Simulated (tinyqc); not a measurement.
How thick the regions must be: band offset from the macroscopic average of a supercell potential.

A model of the planar-averaged electrostatic energy of an electron in a periodic cell of N1 periods of A (L1 = N1 n1 h) and N2 periods of B (L2 = N2 n2 h), on z_j = j h: V(z) = f VA + (1 - f) VB + F t(z), VA = V1[0] + V1[1] cos(2 pi z/(n1 h)) + V1[2] cos(4 pi z/(n1 h)), VB the same with V2, n2 and z - L1. f = [tanh(z/w) - tanh((z - L1)/w) + tanh((z - L1 - L2)/w)]/2 + 1/2; t(z) = z - L1/2 in A and (L1/L2)(L1 + L2/2 - z) beyond, so that the cell is periodic.

Running mean over n points, periodic: for odd n the plain mean of the n points centred on j; for even n the n + 1 points with half weight at both ends. The macroscopic average applies the mean over n1 points and then over n2 points.

Inputs chosen for the exercise (gaps near those of GaN and AlN; the results hold for these values, not for the real material): h = 0.25 angstrom (grid step); n1 = 5 (grid points per period of A); n2 = 7 (grid points per period of B); V1 = (-6.45, 1.4, 0.84) eV (mean and two harmonics of the potential in A); V2 = (-6.11, 4.77, -0.03) eV (the same in B); w = 0.5 angstrom (width of the interfaces).

N1 = N2 = N, no slope (F = 0); dV is read at j = floor(N n1/2) and N n1 + floor(N n2/2). The exact value is V2[0] - V1[0].

Results:
```
N  L1 (angstrom)  dV (eV)  error (meV)
1           1.25  -0.5733      -913.26
2           2.50   0.3165       -23.55
3           3.75   0.3419         1.86
4           5.00   0.3383        -1.67
5           6.25   0.3401         0.11
6           7.50   0.3400         0.01
```

What can be read from this table?

The error is below 10 meV from N = 3 on. The two windows together span 3.00 angstrom and must fit between the interface tails, which fall as exp(-2 z/w); the errors at N = 2, 3 and 4 are -23.55, 1.86 and -1.67 meV.

Run: tinyqc, `OMP_NUM_THREADS=1 python tinyqc.py 1881038 1881039 out.jsonl`; Intel(R) Xeon(R) Processor @ 2.30GHz, one thread, shared host; about 0.01 s of CPU time with all checks.
